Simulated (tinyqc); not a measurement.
Resistance of a tapered via with liner, size effect and interface: one step of the calculation.

A round via whose diameter grows from db at the bottom as D(z) = db + 2 z/tan(ang). The fill, of diameter D - 2 tl, starts above the bottom liner (thickness fb tl) and has rho = rho0 (1 + ks lam/(D - 2 tl)); the sidewall liner conducts in parallel with it. The bottom liner and the interface are crossed over the full area pi db^2/4. Spreading in the lines above and below is left out.

Question. Total resistance. R_fill = sum of the slices; R_bottom = rl fb tl/(pi db^2/4); R_interface = ri/(pi db^2/4); ballistic (Sharvin) limit 1/(Sb pi (db - 2 tl)^2/4); ideal cylinder rho0 hv/(pi db^2/4).

Inputs (values chosen for the exercise); fill metal close to molybdenum: diameter at the bottom db = 37 nm; height hv = 120 nm; bulk resistivity of the fill rho0 = 5.29 uohm cm; liner on the sidewall tl = 0.3 nm; liner at the bottom over that on the sidewall fb = 0.5; resistivity of the liner rl = 170 uohm cm; interface resistivity at the bottom ri = 1e-12 ohm cm^2; ballistic conductance per area, about 3/(4 rho0 lam) Sb = 1.3e15 S/m^2.

| slice | slice resistance (ohm) |
|---|---|
| 0 | 1.2196287 |
| 1 | 1.0027922 |
| 2 | 0.83860759 |
| 3 | 0.71140424 |
| 4 | 0.61091162 |
| 5 | 0.53017820 |

Wanted: parts; R; shares; ballistic limit; ideal cylinder.

Answer.

parts (ohm): fill 4.914, bottom liner 0.2372, interface 0.09301
R = 5.244 ohm
shares (%): fill 93.70, bottom liner 4.52, interface 1.77
ballistic limit = 0.7392 ohm
ideal cylinder = 5.904 ohm

The fill is the largest part, and R is 0.888 times the ideal cylinder. With 2000 slices R = 5.2531 ohm.

Program tinyqc, `OMP_NUM_THREADS=1 python tinyqc.py 2750010 2750011 out.jsonl`; Intel Xeon 2.30GHz, shared host, one thread, about 0.01 s.
